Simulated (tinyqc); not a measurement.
# Depletion depth for a wanted scale length

Problem. A single-gate structure has eps_r tan(pi ti/Lambda) + ei tan(pi ts/Lambda) = 0 for its lowest mode, with both thicknesses below Lambda. Find ts.

Parameters, values chosen for the exercise; permittivities: semiconductor close to that of gallium nitride, insulator close to that of zirconium oxide: relative permittivity of the semiconductor eps_r = 9.58; relative permittivity of the insulator ei = 25.2; insulator thickness ti = 5.4 nm.

Lambda = 23.418994 nm

Solution. The condition is explicit in ts: an arctangent, taken between 0 and pi.

ts = 21.00 nm

Program tinyqc, `OMP_NUM_THREADS=1 python tinyqc.py 2420098 2420099 out.jsonl`; Intel Xeon 2.30GHz, shared host, one thread, about 0.01 s.
